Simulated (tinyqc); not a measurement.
Worked calculation: Jacobi rotations on a symmetric matrix. One step of it, computed by the program tinyqc.

Problem. Jacobi rotation 2. Take the largest off-diagonal element A_pq; tan 2 theta = 2 A_pq / (A_qq - A_pp) with |theta| <= pi/4; A' = J^T A J with J_pp = J_qq = cos, J_pq = sin, J_qp = -sin.

A':
```
,1,2,3,4
1,-0.029528,-0.458251,0.515025,0.000000
2,-0.458251,2.009000,-0.681000,-0.352715
3,0.515025,-0.681000,3.130000,-0.345817
4,0.000000,-0.352715,-0.345817,3.837528
```

Give: p, q, theta; A'.

Solution.

p, q, theta (rad): 2.0000  3.0000  -0.4411

A':
```
,1,2,3,4
1,-0.0295,-0.1945,0.6614,0.0000
2,-0.1945,1.6875,0.0000,-0.4666
3,0.6614,0.0000,3.4515,-0.1621
4,0.0000,-0.4666,-0.1621,3.8375
```
